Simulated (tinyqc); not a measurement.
Limits of the phonon part: Bloch-Grueneisen resistivity of a metal. Computed by tinyqc, a small Python program. Command: `OMP_NUM_THREADS=1 python tinyqc.py 3007914 3007915 out.jsonl bg walk`. One thread of a shared host (Intel(R) Xeon(R) Processor @ 2.30GHz), about 0.01 s of CPU time with the checks.

Electrons scatter from a Debye spectrum of phonons (n = 5 for scattering within one band, n = 3 for scattering into a second, heavy band) and from static defects.

Inputs (values chosen for the exercise, modelled on silver):

| quantity | value | unit |
|---|---|---|
| exponent n | 5 | - |
| Debye temperature Theta | 225 | K |
| transport coupling lambda_tr | 0.12 | - |
| Drude plasma energy hbar w_p | 8.9 | eV |
| residual resistivity rho_0 | 0.064 | microohm cm |

Addition: none.

Constants: k_B = 1.380649e-23 J/K; hbar = 1.054571817e-34 J s; eps_0 = 8.8541878128e-12 F/m; hbar = 6.582119569e-16 eV s.

Method:
- J_n(y) = int_0^y x^n e^x/(e^x - 1)^2 dx, by 96 Gauss-Legendre points (upper limit at most 60).
- rho_ph = (n - 1) rho_1 (T/Theta)^n J_n(Theta/T), with rho_1 = 2 pi lambda_tr k_B Theta/(hbar eps_0 w_p^2), the high-temperature line at T = Theta.
- Matthiessen's rule: rho = rho_0 + rho_ph.
- Low T: (n - 1) n! zeta(n) rho_1 (T/Theta)^n. High T: rho_1 (T/Theta) [1 - (n - 1)/(12 (n + 1)) (Theta/T)^2].

Resistivities (microohm cm):

| T (K) | rho_ph | low-T law | straight line | line with correction | total rho |
|---|---|---|---|---|---|
| 6.8 | 1.7218e-05 | 1.7218e-05 | 0.0415 | - | 0.0640 |
| 11.0 | 1.9071e-04 | 1.9072e-04 | 0.0671 | - | 0.0642 |
| 18.0 | 2.2057e-03 | 2.2377e-03 | 0.1098 | - | 0.0662 |
| 27.0 | 1.4328e-02 | 1.6992e-02 | 0.1646 | - | 0.0783 |
| 45.0 | 8.8270e-02 | 2.1852e-01 | 0.2744 | - | 0.1523 |
| 79.0 | 3.1695e-01 | 3.6439e+00 | 0.4817 | 0.2646 | 0.3809 |
| 110.0 | 5.3641e-01 | 1.9072e+01 | 0.6708 | 0.5148 | 0.6004 |
| 180.0 | 1.0076e+00 | 2.2377e+02 | 1.0976 | 1.0023 | 1.0716 |
| 270.0 | 1.5845e+00 | 1.6992e+03 | 1.6464 | 1.5829 | 1.6485 |
| 450.0 | 2.7062e+00 | 2.1852e+04 | 2.7440 | 2.7059 | 2.7702 |

What does the comparison show, and why?

The low-T law holds to 10 % up to 18 K, the straight line from 180 K on. The local exponent of rho_ph falls from 5.00 to 1.05. Phonons overtake the residual resistivity between 27.0 and 45.0 K.

Extremes, crossings and ranges named in words are read from the listed rows.
